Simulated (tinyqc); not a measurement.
From results back to parameters: carrier statistics of a doped semiconductor with parabolic bands. Three cases, with inputs chosen for the exercise.

Problem. With Boltzmann statistics and no minority carriers, p (p + ND)/(NA - ND - p) = K(T) = (N(T)/4) exp(-E/kB T), E the ionisation energy of the majority dopant and N = 2 (m kB T/(4 pi c))^(3/2) with c = hbar^2/2m0, in 1/angstrom^3; times 1e24 for 1/cm^3, m = m_d. E = EA is known; the two densities were computed from hidden NA and ND.

Constants: hbar^2/2m0 = 3.80998211 eV angstrom^2; kB = 8.617333262e-05 eV/K.

Case 1.

Values chosen (near those of GaN; not measured data): EA = 0.18 eV (acceptor level above Ev); m_d = 1.492 m0 (density-of-states mass of the majority band); Ta = 252 K; Tb = 441 K.

p(Ta) = 1.395006e+14 1/cm^3
p(Tb) = 1.482756e+14 1/cm^3

Case 2.

Values chosen (near those of GaAs; not measured data): EA = 0.0274 eV (acceptor level above Ev); m_d = 0.536 m0 (density-of-states mass of the majority band); Ta = 29 K; Tb = 61 K.

p(Ta) = 1.625707e+12 1/cm^3
p(Tb) = 5.897052e+14 1/cm^3

Case 3.

Values chosen (near those of GaAs; not measured data): EA = 0.026 eV (acceptor level above Ev); m_d = 0.509 m0 (density-of-states mass of the majority band); Ta = 26 K; Tb = 60 K.

p(Ta) = 1.283899e+13 1/cm^3
p(Tb) = 3.757316e+14 1/cm^3

Find: K(Ta), K(Tb); NA; ND.

Solution. Each temperature gives one linear equation, K NA - (K + p) ND = p^2 + K p; solve the pair.

Case 1.

K(Ta), K(Tb) (1/cm^3): 2.212e+15  1.787e+17

NA = 1.50e+14 1/cm^3
ND = 1.60e+12 1/cm^3

Case 2.

K(Ta), K(Tb) (1/cm^3): 1.281e+12  1.230e+15

NA = 2.50e+15 1/cm^3
ND = 1.10e+15 1/cm^3

Case 3.

K(Ta), K(Tb) (1/cm^3): 5.304e+11  1.334e+15

NA = 4.90e+14 1/cm^3
ND = 6.60e+12 1/cm^3

Computed by tinyqc, one run a case: `OMP_NUM_THREADS=1 python tinyqc.py N N+1 out.jsonl` with N = 1652299, 1652305, 1652338; one thread of a shared Intel(R) Xeon(R) Processor @ 2.30GHz, about 0.01 s a run at most.
